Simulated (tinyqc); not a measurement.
Which mechanism rules? Model: leakage currents through a thin dielectric. Computed by tinyqc, a small Python program. Command: `OMP_NUM_THREADS=1 python tinyqc.py 3017295 3017296 out.jsonl leak walk`. One thread of a shared host (Intel(R) Xeon(R) Processor @ 2.30GHz), about 0.02 s of CPU time with the checks.

Electrons leave an electrode with Fermi energy E_F above its band bottom; barriers are counted from the Fermi level, and both electrodes are alike.

Inputs (values chosen for the exercise, modelled on a low-k dielectric):
```
quantity                          value  unit
barrier height phi_B               2.62    eV
tunnelling mass m                  0.46   m_0
optical permittivity k_o           2.06     -
trap depth phi_t                      1    eV
Poole-Frenkel prefactor sigma_0  0.0001  S/cm
thickness t                           2    nm
electrode Fermi energy E_F         0.28    eV
electrode mass m_e                  0.3   m_0
voltage V                          0.45     V
temperature T                       300     K
```

Stack: single layer.

Constants: e = 1.602176634e-19 C; eps_0 = 8.8541878128e-12 F/m; k_B = 8.617333262e-05 eV/K; m_0 = 9.1093837015e-31 kg; k_B = 1.380649e-23 J/K; h = 6.62607015e-34 J s; hbar = 1.054571817e-34 J s.

Method:
- Field F = V/t; equivalent oxide thickness 3.9 t/k.
- WKB: a layer of mass m, field F and barrier b(x) = b_0 - e F x gives the exponent (4 sqrt(2 m)/(3 hbar e F)) [b_0^(3/2) - max(b_0 - e F t, 0)^(3/2)] for b_0 > 0; b_0 = barrier - (E - E_F); the transmission is D(E) = exp(-sum of exponents), without image force.
- Tsu-Esaki: J = (e m_e k_B T/(2 pi^2 hbar^3)) int D(E) ln[(1 + exp((E_F - E)/k_B T))/(1 + exp((E_F - eV - E)/k_B T))] dE over the normal energy E (its change with the mass at an interface is neglected) from max(0, E_F - 3 eV) to E_F + largest barrier, by 100 Gauss-Legendre points in each part, split at E_F - 0.3 eV (if inside the range) and E_F + 8 k_B T.
- Schottky emission J = A T^2 exp(-(phi_B - sqrt(e^3 F/(4 pi k_o eps_0)))/k_B T), A = 4 pi e m k_B^2/h^3 with the tunnelling mass; Poole-Frenkel J = sigma_0 F exp(-(phi_t - sqrt(e^3 F/(pi k_o eps_0)))/k_B T); both use the field F of the dielectric.

Current densities (A/cm^2):
```
V (V)  F (MV/cm)  tunnelling    Schottky  Poole-Frenkel
0.09        0.45    0.011502  4.5942e-35     6.4996e-10
0.16        0.80    0.019038  4.5224e-34     1.1196e-07
0.23        1.15    0.025315  2.7910e-33     6.1299e-06
0.32        1.60    0.031981  1.9993e-32     4.3766e-04
0.38        1.90    0.036529  6.3822e-32     5.2959e-03
0.45        2.25    0.042620  2.2133e-31     7.5424e-02
0.54        2.70    0.052068  9.5702e-31     1.6922e+00
0.68        3.40    0.071463  7.4562e-30     1.2935e+02
```

What follows from these numbers?

The largest current is tunnelling from 0.0900 to 0.380, Poole-Frenkel from 0.450 to 0.680 V. Over the table tunnelling grows by 0.8 decades, Schottky by 5.2 and Poole-Frenkel by 11.3. A plot of ln(J/F) against sqrt(F) for the Poole-Frenkel column has the slope 20.45 per sqrt(MV/cm), from which k_o follows; reading it as Schottky emission would give about k_o/4.

Extremes, crossings and ranges named in words are read from the listed rows.
